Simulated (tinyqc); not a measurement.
Grain-boundary diffusion: Harrison regimes, Fisher and Le Claire analysis, Hart average: one step, computed by the program tinyqc. Command: `OMP_NUM_THREADS=1 python tinyqc.py 3004749 3004750 out.jsonl gbdiff walk`. One thread of a shared host (Intel(R) Xeon(R) Processor @ 2.30GHz), about 0.01 s of CPU time with the checks.

A boundary is a slab of width delta with diffusivity D_b, normal to a surface held at constant concentration; it leaks into grains of diffusivity D.

Problem. Penetration along an isolated boundary. Fisher: the mean concentration falls as exp(-y/y_F), y_F = sqrt(P) (pi t/(4 D))^(1/4), with the boundary equation P d2c/dy2 = 2 c sqrt(D/(pi t)). Le Claire (from the Whipple solution): ln c falls as -(y/y_L)^(6/5) with P = 1.322 sqrt(D/t) y_L^2.

Inputs (values chosen for the exercise, for a model polycrystal): temperature T = 1620 K; time t = 11000 s.

triple product P = 3.612078e-21 m^3/s

D = 8.101780e-19 m^2/s

Give: Fisher depth y_F; Le Claire depth y_L.

Solution.

Fisher depth y_F = 19.31 um

Le Claire depth y_L = 17.84 um

Caution: the Fisher and Le Claire forms need regime B with beta above 10.
